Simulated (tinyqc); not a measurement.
Worked calculation: order-disorder in a binary alloy on two sublattices: Bragg-Williams and pair (quasi-chemical) approximations. Computed by tinyqc, a small Python program that keeps every step. Command: `OMP_NUM_THREADS=1 python tinyqc.py 3012991 3012992 out.jsonl order walk`. One thread of a shared host (Intel(R) Xeon(R) Processor @ 2.30GHz), about 0.01 s of CPU time with the checks. Intermediate numbers are printed to about 7 digits and carried at full precision; extremes and crossings named in words are read from the listed rows.

All z = 6 neighbours of a site lie on the other sublattice. B fills the sublattices with x + eta/2 and x - eta/2; energies are per site, from the pure components: u = -z w y with y the probability of an A-B bond taken in one order.

Inputs (values chosen for the exercise, for a model alloy): ordering energy w = (e_AA + e_BB)/2 - e_AB = 41.9 meV; fraction x of B = 0.38; temperature T = 895 K.

Lattice: simple cubic (z = 6). Method: Newton steps.

scattering factors f_A, f_B (electrons): 21  63

Constants: k_B = 8.617333262e-05 eV/K.

## Critical temperatures

Bragg-Williams: k_B T_c = 2 z w x (1 - x). Pair approximation at x = 1/2: k_B T_c = w/ln(z/(z - 2)).

T_c, Bragg-Williams = 1374.668 K

T_c, pair approximation at x = 1/2 = 1199.189 K

At x = 1/2 the pair value is 0.822 of the Bragg-Williams one; the ratio tends to 1 as z grows.

## Long-range order, Bragg-Williams

Bragg-Williams: u = -z w [x (1 - x) + eta^2/4]; minimising f gives ln[a (1 - b)/(b (1 - a))] = 2 z w eta/(k_B T) =: ln Q, a = x + eta/2, b = x - eta/2. For given Q this is a quadratic for eta, (Q - 1) eta^2/4 - (Q + 1) eta/2 + (Q - 1) x (1 - x) = 0, smaller root: the map eta -> phi(eta). Newton steps on phi(eta) - eta, with the slope by central differences of 1e-6; start at 0.999 times 2x; stop when |phi - eta| < 1e-10.

Iteration:
```
step        eta   phi(eta)      phi - eta
1     0.7592400  0.7204216  -3.881843e-02
2     0.7088433  0.7072247  -1.618643e-03
3     0.7065439  0.7065401  -3.817484e-06
4     0.7065385  0.7065385  -2.154932e-11
```

order parameter eta = 0.7065385

last residual = 2.154932e-11

Converged: eta is 93.0 % of its largest value 2x.

## Energy, entropy and site fractions

a = x + eta/2, b = x - eta/2; u = -z w [x (1 - x) + eta^2/4]; s/k_B = [s2(a) + s2(b)]/2, s2(c) = -c ln c - (1 - c) ln(1 - c); gain on ordering = f(eta) - f(0), f = u - T s. Superlattice over fundamental intensity = [eta (f_B - f_A)/2]^2/[(1 - x) f_A + x f_B]^2.

B fraction on its own sublattice = 0.7332692

B fraction on the A sublattice = 0.02673076

energy u = -90.60435 meV/site

entropy s = 0.3515837 k_B/site

gain on ordering = -7.274417 meV/site

intensity ratio = 0.1611559

A on the B sublattice: 0.2667, of which 0.2400 is forced by composition.

## Short-range order at the Bragg-Williams T_c

Quasi-chemical disordered state, with T here the Bragg-Williams T_c and not the input T: y^2/[(1 - x - y)(x - y)] = exp(2 w/(k_B T)) =: E, so y = 2 x (1 - x)/(1 + r), r = sqrt(1 - 4 x (1 - x)(1 - 1/E)); Warren-Cowley alpha = 1 - y/(x (1 - x)); u = -z w y.

bond probability y = 0.2735428

alpha of the disordered state at the Bragg-Williams T_c = -0.1610475

energy of the disordered state = -68.76866 meV/site

Short-range order already holds 26 % of the full ordering energy z w x^2, counted from the random alloy at -z w x (1 - x); Bragg-Williams puts none there.

## Both approximations at x = 1/2

At x = 1/2 the alloy is an Ising model with K = w/(2 k_B T). Bragg-Williams: eta = tanh(z K eta), neighbour correlation -eta^2. Pair: h = (z - 1) artanh(tanh K tanh h), eta = tanh(z h/(z - 1)), correlation -(tanh K + tanh^2 h)/(1 + tanh K tanh^2 h). T is given in units of the Bragg-Williams T_c at x = 1/2, z w/(2 k_B).

Order and neighbour correlation:
```
T/T_c     T (K)  eta, Bragg-Williams  correlation, Bragg-Williams  eta, pair  correlation, pair
0.30    437.606            0.9974138                   -0.9948343  0.9972850         -0.9946365
0.45    656.410            0.9739759                   -0.9486290  0.9689670         -0.9417780
0.55    802.278            0.9355293                   -0.8752150  0.9138696         -0.8486723
0.65    948.147            0.8720654                   -0.7604980  0.8030821         -0.6883715
0.75   1094.016            0.7755163                   -0.6014256  0.5753180         -0.4423517
0.85   1239.885            0.6295015                   -0.3962721  0.0000000         -0.1936036
0.95   1385.754            0.3794852                   -0.1440090  0.0000000         -0.1736606
1.10   1604.557            0.0000000                    0.0000000  0.0000000         -0.1503663
1.50   2188.032            0.0000000                    0.0000000  0.0000000         -0.1106561
```

The pair approximation loses long-range order between T/T_c = 0.75 and 0.85, at 1199 K, and keeps a correlation of -0.111 in the last row. At its own T_c the correlation is -1/(z - 1) = -0.200, so the fewer the neighbours, the more of the ordering energy is released above T_c.

Checks made by the program: eta against bracketed root finding (relative difference below 1e-10).
